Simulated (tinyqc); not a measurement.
Doping and voltage from widths and field.

Inverse problem. In the depletion approximation an abrupt p-n junction has a triangular field: peak E = q Nd xn/(eps0 eps_r) = q Na xp/(eps0 eps_r), W = xn + xp, and Vbi - V = E W/2. Find Nd, Na and Vbi - V.

Inputs (values chosen for the exercise):
```
symbol,value,unit,meaning
eps_r,11.8,,relative permittivity
```

Constants: q = 1.602176634e-19 C, eps0 = 8.8541878128e-14 F/cm where lengths are in cm. Results are converted to the units shown.

W = 363.92264 nm
peak field = 39.674152 kV/cm
xn = 69.924001 nm

Solution. Gauss's law on each side gives its doping from the peak field and its width; the voltage is the area of the triangle.

Nd = 3.700e16 cm^-3
Na = 8.800e15 cm^-3
Vbi - V = 0.7219 V

Program tinyqc, `OMP_NUM_THREADS=1 python tinyqc.py 2000170 2000171 out.jsonl`; Intel Xeon 2.30GHz, shared host, one thread, about 0.02 s.
